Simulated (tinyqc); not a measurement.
Two mixing rules: virtual-crystal alloy in the empirical-pseudopotential method.

Empirical pseudopotential on the fcc lattice, atoms at +/- tau, tau = a (1,1,1)/8, no spin-orbit coupling. H(G,G') = c (2 pi/a)^2 |k + G|^2 delta + VS(q) cos(q.tau) + i VA(q) sin(q.tau), q = G - G', c = hbar^2/2m0; k and G in units of 2 pi/a; VS at |q|^2 = 3, 8, 11 and VA at 3, 4, 11, in rydberg, zero elsewhere. At each k the basis holds all G with |k + G|^2 up to 16; energies are counted from the fourth level at Gamma.

Virtual crystal A(1-x)B(x): a = (1 - x) a_A + x a_B. Rule linear: V = (1 - x) V_A + x V_B. Rule volume: V = [(1 - x) a_A^3 V_A + x a_B^3 V_B]/a^3, since a form factor is an atomic potential divided by the cell volume.

Constants: hbar^2/2m0 = 3.80998211 eV angstrom^2; Ry = 13.60569312 eV.

Inputs chosen for the exercise (classic local form factors of the size used for Si (A) and Ge (B), which place X and L only to a few tenths of an eV; the results hold for these values, not for the real material): a = (5.435, 5.653) angstrom (lattice constants of A, B); VSA = (-0.214, 0.039, 0.081) Ry (symmetric form factors of A); VAA = (0, 0, 0) Ry (antisymmetric form factors of A); VSB = (-0.231, 0.009, 0.06) Ry (symmetric form factors of B); VAB = (0, 0, 0) Ry (antisymmetric form factors of B).

Gaps from the valence top to the fifth band at Gamma, at L = (1/2,1/2,1/2) and at the lowest of k = (f,0,0), f = 0.70, 0.75, ..., 1.00. Both rules agree at the ends.

Gaps (eV):

| x | Gamma, linear | Delta/X, linear | L, linear | Gamma, volume | Delta/X, volume | L, volume |
|---|---|---|---|---|---|---|
| 0.25 | 3.262 | 0.923 | 1.656 | 3.203 | 0.920 | 1.633 |
| 0.50 | 2.587 | 0.953 | 1.419 | 2.509 | 0.950 | 1.387 |
| 0.75 | 1.893 | 0.978 | 1.170 | 1.834 | 0.976 | 1.146 |

What can be read from this table?

At x = 0.5 the volume rule moves Gamma by -79 meV, Delta/X by -3 meV and L by -32 meV, that is the bowing by -4 times these; the lattice constants differ by 4.0 %, and the rules would coincide for equal ones.

tinyqc: `OMP_NUM_THREADS=1 python tinyqc.py 1081543 1081544 out.jsonl`; about 0.3 s, one thread, shared Intel(R) Xeon(R) Processor @ 2.30GHz.
